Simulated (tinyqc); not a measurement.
# From T_M back to localisation length xi

Model: hopping conduction between localised states. Computed by tinyqc, a small Python program. Command: `OMP_NUM_THREADS=1 python tinyqc.py 3025930 3025931 out.jsonl hop inv`. One thread of a shared host (Intel(R) Xeon(R) Processor @ 2.30GHz), about 0.01 s of CPU time with the checks.

Energies are counted from the Fermi level. A small network shows the mechanism; the laws of an infinite system follow.

Inputs (values chosen for the exercise, for a model impurity band): density of states g_0 = 1.8e+19 1/(eV cm^3); permittivity eps = 6; temperature T = 78 K.

Dimension: 3D.

Constants: k_B = 8.617333262e-05 eV/K; e^2/(4 pi eps_0) = 14.39964548 eV angstrom.

Method. Mott: T_M = 21.2/(k_B g_0 xi^3), exponent (T_M/T)^(1/4), mean hop r = (3/8) xi times the exponent. Efros-Shklovskii: T_ES = 2.8 e^2/(4 pi eps eps_0 k_B xi), exponent (T_ES/T)^(1/2). Coulomb gap width g_0^(1/2) (e^2/(4 pi eps eps_0))^(3/2). The numerical coefficients come from percolation theory and are given.

Problem. A run gave the result below. Find the localisation length xi, known to lie between 1.8 and 3.9 nm.

T_M = 364521.7 K

Solution.

Each step takes the trial c = (a f_b - b f_a)/(f_b - f_a), f being the result less the target and a, b, c the logarithms of the listed values; c replaces end b, the old b replaces a if the sign of f changed, and otherwise f_a is halved.

Scan of the range:
```
localisation length xi (nm)      T_M (K)
1.80                         2.34354e+06
2.05                         1.58646e+06
2.33                         1.08049e+06
2.65                         7.34434e+05
3.01                         5.01177e+05
3.43                         3.38694e+05
3.90                         2.30408e+05
```

False position (Illinois rule, in the logarithm of the input) inside the bracket:
```
step    end a    end b    trial  T_M (K)
1     3.01000  3.43000  3.35952   360462
2     3.01000  3.35952  3.33888   367187
3     3.35952  3.33888  3.34705   364507
4     3.33888  3.34705  3.34700   364522
5     3.33888  3.34700  3.34700   364522
6     3.34700  3.34700  3.34700   364522
```

T_M falls at every point of a 13-point scan of the range (every second point is shown), so one value fits; it is bracketed by 3.01 and 3.43. The scan shows a pure power law with exponent -3.000, so scaling from any one row also gives the answer directly. Answer: localisation length xi = 3.347 nm.
